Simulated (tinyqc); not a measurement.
# Barrier and mass from two Fowler-Nordheim currents

Question. Fowler-Nordheim tunnelling through a dielectric follows J = A F^2 exp(-B/F), A = q^2 me/(16 pi^2 hbar m1 phi1) (A/V^2 with phi1 in volts), B = (4/3) sqrt(m1/C) phi1^1.5 (V/nm), C = hbar^2/(2 m0). Find B, A, phi1 and m1.

Inputs (values chosen for the exercise):
```
symbol,value,unit,meaning
me,1,m0,emitter mass in the supply function
```

Constants: q = 1.602176634e-19 C, hbar = 1.054571817e-34 J s, m0 = 9.1093837015e-31 kg, hbar^2/(2 m0) = 0.0380998212 eV nm^2. Results are converted to the units shown.

J at F = 0.87 and 1.18 V/nm (A/cm^2): [0.027019952, 16.408451]

Answer. The slope of ln(J/F^2) against 1/F is -B and the intercept gives A. A fixes the product m1 phi1, and B = (4/3) phi1 sqrt(m1 phi1/C) then gives phi1.

B = 19.2 V/nm
A = 1.38e-6 A/V^2
phi1 = 2.66 eV
m1 = 0.420 m0

tinyqc, about 0.03 s, one thread, Intel Xeon 2.30GHz (shared host): `OMP_NUM_THREADS=1 python tinyqc.py 2540053 2540054 out.jsonl`
